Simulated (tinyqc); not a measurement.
Inside a calculation. Model: nudged elastic band on a two-dimensional model surface. Computed by tinyqc, a small Python program that keeps every step. Command: `OMP_NUM_THREADS=1 python tinyqc.py 3021123 3021124 out.jsonl neb walk`. One thread of a shared host (Intel(R) Xeon(R) Processor @ 2.30GHz), about 0.3 s of CPU time with the checks. Intermediate numbers are printed to about 6 digits and carried at full precision; extremes and crossings named in words are read from the listed rows.

V(x, y) = h u^2 + t x + (kappa/2)(y + c u)^2 with u = x^2/w^2 - 1; the path runs from the minimum near (-w, 0) to that near (w, 0).

Inputs (values chosen for the exercise, for a model surface):
```
quantity                    value           unit
height h                     0.31             eV
half width w                 0.86       angstrom
transverse stiffness kappa      6  eV/angstrom^2
curvature c                  0.31       angstrom
tilt t                        0.1    eV/angstrom
movable images n                3              -
spring constant k_s             1  eV/angstrom^2
step factor eta             0.061  angstrom^2/eV
iteration cap                 600              -
```

Surface: curved double well. Climbing image: off.

## Stationary points

Newton steps x(new) = x - H^-1 grad V (moves limited to 0.3 angstrom) from (-w, 0), (w, 0) and (0, c) give the two minima and the saddle.

positions (angstrom):
```
                x          y
start   -0.888400  -0.020813
end      0.828464   0.022318
saddle   0.059936   0.308494
```

energies (eV): start -0.087443, end 0.084453, saddle 0.312990

barrier from the start = 0.400432 eV

## Straight-line start

Images are spaced evenly on the line between the minima.

images at the start (angstrom):
```
                 x          y
image 1  -0.459184  -0.010030
image 2  -0.029968   0.000753
image 3   0.399248   0.011536
```

energies above the start (eV): 0.360955  0.679897  0.479133

The highest image lies +0.2795 eV from the true barrier.

## Iteration 1

Tangent at image i: towards the higher neighbour if the energies rise or fall through i; at a maximum or minimum, tau = t+ dmax + t- dmin if V(i+1) > V(i-1), else t+ dmin + t- dmax, with t+ = R(i+1) - R(i), t- = R(i) - R(i-1) and dmax, dmin the larger and smaller of |V(i+1) - V(i)| and |V(i-1) - V(i)|; then normalise. Force F = -grad V + (grad V.tau) tau + k_s (|t+| - |t-|) tau. Update R(new) = R + eta F; the end points stay fixed.

unit tangents:
```
                x         y
image 1  0.999685  0.025114
image 2  0.999685  0.025114
image 3  0.999685  0.025114
```

forces (eV/angstrom):
```
                x        y
image 1  -0.03564  1.41880
image 2  -0.04665  1.85699
image 3  -0.03433  1.36669
```

images after iteration 1 (angstrom):
```
                 x         y
image 1  -0.461358  0.076517
image 2  -0.032814  0.114030
image 3   0.397154  0.094904
```

## Iteration 2

The formulas are those given above.

unit tangents:
```
                x          y
image 1  0.996191   0.087201
image 2  1.000000  -0.000849
image 3  0.999012  -0.044438
```

forces (eV/angstrom):
```
                x        y
image 1  -0.09047  0.94396
image 2   0.00120  1.17295
image 3   0.04808  0.92386
```

images after iteration 2 (angstrom):
```
                 x         y
image 1  -0.466877  0.134099
image 2  -0.032740  0.185580
image 3   0.400087  0.151259
```

## All iterations

Start on the straight line; stop when the largest force is below 1e-4 or above 1e6 eV/angstrom.

Course of the band:
```
iteration  highest image (eV)  largest force (eV/angstrom)
1                    0.679897                  1.85758e+00
2                    0.507943                  1.17296e+00
3                    0.439377                  7.40284e-01
4                    0.412024                  4.67751e-01
5                    0.401053                  2.95861e-01
6                    0.396611                  1.87251e-01
7                    0.394781                  1.18557e-01
8                    0.394000                  7.51083e-02
9                    0.393644                  4.76558e-02
...                       ...                          ...
97                   0.392404                  1.30260e-04
98                   0.392402                  1.25666e-04
99                   0.392401                  1.21234e-04
100                  0.392400                  1.16958e-04
101                  0.392399                  1.12833e-04
102                  0.392398                  1.08854e-04
103                  0.392397                  1.05015e-04
104                  0.392396                  1.01311e-04
105                  0.392395                  9.77381e-05
```

Band at the end:
```
image  x (angstrom)  y (angstrom)    E (eV)
0         -0.888400     -0.020813  0.000000
1         -0.495019      0.225622  0.177561
2         -0.038270      0.308059  0.392395
3          0.421466      0.245062  0.308835
4          0.828464      0.022318  0.171896
```

energy of the highest image = 0.392395 eV

iterations = 105

largest force at the end = 9.77381e-05 eV/angstrom

Converged in 105 iterations. Without a climbing image the highest image lies 8.04 meV below the saddle.

## Plain band against climbing image

With a climbing image, the highest image feels instead F = -grad V + 2 (grad V.tau) tau and no spring. Images are counted without the end points, and convergence is judged on the largest force on an image. Each run starts on the straight line with the same k_s and eta, for at most 1500 iterations; errors are against the Newton saddle; a dash marks a run that did not reach 1e-4 eV/angstrom.

Error of the highest image (meV) and iterations:
```
images  plain, error  plain, iterations  climbing, error  climbing, iterations
2            -34.635                 72                0                    85
3             -8.038                105                0                    77
4             -6.349                129                0                   112
5             -8.056                165                0                   114
6             -1.029                187                0                   153
8             -0.029                233                0                   172
10            -0.133                265                0                   180
```

The plain band underestimates the barrier by 0.03 to 34.63 meV, depending on how near an image falls to the saddle (worst for 2 images, best for 8). The climbing image is within about 0.001 meV in every converged run, so few images suffice for the barrier.
